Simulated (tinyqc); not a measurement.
Worked calculation: complex band structure along [001] in sp3s* tight binding. Values are carried at full precision from step to step, so a last printed digit may differ when a step is redone from the rounded ones.

For k = (0, 0, kz) the phase sums are g0 = cos(phi) and g3 = i sin(phi), phi = kz a/4, and the s, pz, s* orbitals of anion (a) and cation (c) decouple from px, py. With z = exp(i phi), H(z) = H0 + z T + T^T/z for any complex z. H0 is diagonal (Esa, Epa, Exa, Esc, Epc, Exc). The anion-cation block is B(z) = z U + W/z and the cation-anion block z W^T + U^T/z, where U has Vss/2 (s,s), Vsapc/2 (s,z), -Vscpa/2 (z,s), Vxx/2 (z,z), Vxapc/2 (s*,z), -Vpaxc/2 (z,s*), and W has the same values with the s-z and s*-z signs reversed. |z| = 1 is a band state, |z| < 1 decays along [001] as exp(-kappa d) over a distance d, kappa = -(4/a) ln|z|. No spin-orbit coupling.

Constants: hbar^2/2m0 = 3.80998211 eV angstrom^2.

Inputs chosen for the exercise (out of a larger set: near a published set for GaSb, fitted to gaps, whose masses and valley positions are rough (light masses up to twice too heavy); not measured data):
- p = (-7.264, 0.85, -3.907, 2.926, 6.619, 6.023, -6.124, 1.577, 4.148, 4.946, 4.637, 4.995, 4.227) eV (order Esa, Epa, Esc, Epc, Exa, Exc, Vss, Vxx, Vxy, Vsapc, Vscpa, Vxapc, Vpaxc)
- dE = 0.47 eV (E - Ev)
- a = 6.09 angstrom (lattice constant)

## The layer matrices

Parameters in the order Esa, Epa, Esc, Epc, Exa, Exc, Vss, Vxx, Vxy, Vsapc, Vscpa, Vxapc, Vpaxc. Form H0 and T.

diagonal of H0 (eV): sa -7.2640, za 0.8500, s*a 6.6190, sc -3.9070, zc 2.9260, s*c 6.0230

T (eV):
```
,sa,za,s*a,sc,zc,s*c
sa,0.0000,0.0000,0.0000,-3.0620,2.4730,0.0000
za,0.0000,0.0000,0.0000,-2.3185,0.7885,-2.1135
s*a,0.0000,0.0000,0.0000,0.0000,2.4975,0.0000
sc,-3.0620,2.3185,0.0000,0.0000,0.0000,0.0000
zc,-2.4730,0.7885,-2.4975,0.0000,0.0000,0.0000
s*c,0.0000,2.1135,0.0000,0.0000,0.0000,0.0000
```

## Edges at Gamma

At z = 1 the levels follow from the blocks [[Esa, Vss], [Vss, Esc]] and [[Epa, Vxx], [Vxx, Epc]]: Ev is the lower p root, and the direct gap ends at the lower of the upper roots.

Ev = 0.0000 eV
EG (direct gap) = 0.7643 eV

## Complex wave vectors at one energy in the gap

Solve det(H0 - E + z T + T^T/z) = 0 with E = Ev + dE, as the linear problem [[0, 1], [-T^T, E - H0]] x = z [[1, 0], [0, T]] x. Roots come as z, -z, 1/z and conjugates; list those with 0 < |z| < 1 and Re z, Im z >= 0, by falling |z|. Re kz = arg(z)/(pi/2) in units of 2 pi/a, kappa = -(4/a) ln|z|.

Decaying roots:
```
Re z,Im z,|z|,Re kz (2 pi/a),kappa (1/angstrom)
0.9224,0.0000,0.9224,0.0000,0.0531
0.1460,0.5306,0.5503,0.8291,0.3923
```

The slowest root has kappa = 0.0531 1/angstrom at Re kz = 0.000: a purely imaginary k at Gamma. The probability falls by exp(-2 kappa d), a factor 2.89 over 1 nm.

## The px, py block

For px and py the determinant gives (E - Epa)(E - Epc) = Vxx^2 cos^2(phi) + Vxy^2 sin^2(phi). With phi = i kappa a/4 this is sinh^2(kappa a/4) = ((E - Epa)(E - Epc) - Vxx^2)/(Vxx^2 - Vxy^2), E = Ev + dE. Parameters in the order Esa, Epa, Esc, Epc, Exa, Exc, Vss, Vxx, Vxy, Vsapc, Vscpa, Vxapc, Vpaxc.

sinh^2(kappa a/4) = 0.10556
kappa of the heavy-hole branch = 0.2098 1/angstrom

This branch decays faster than the slowest root of the s-pz block (0.0531), by a factor 3.95 in kappa.

## Band-edge masses of the same block

From the real bands: m/m0 = c h^2/|E(h) - E(0)| with kz = h = 0.001 1/angstrom for level 2 (light hole) and level 3 (electron) of the 6 x 6 matrix; c = hbar^2/2m0.

masses of this model, from the curvature at Gamma (m0): m_lh 0.0531, m_e 0.0650

These are masses of the nearest-neighbour model without spin-orbit coupling, which is fitted to gaps and often gives the electron too heavy.

## Checks

- Largest distance of a level of the 6 x 6 block at kz = 0.37 (2 pi/a) from a level of the full matrix, against zero (eV): both 0.000000.
- Kappa 0.1 meV above Ev against sqrt(m_lh E/c): both 0.001180.

Program tinyqc; command `OMP_NUM_THREADS=1 python tinyqc.py 1481431 1481432 out.jsonl`; about 0.02 s on one thread of a shared Intel(R) Xeon(R) Processor @ 2.30GHz.
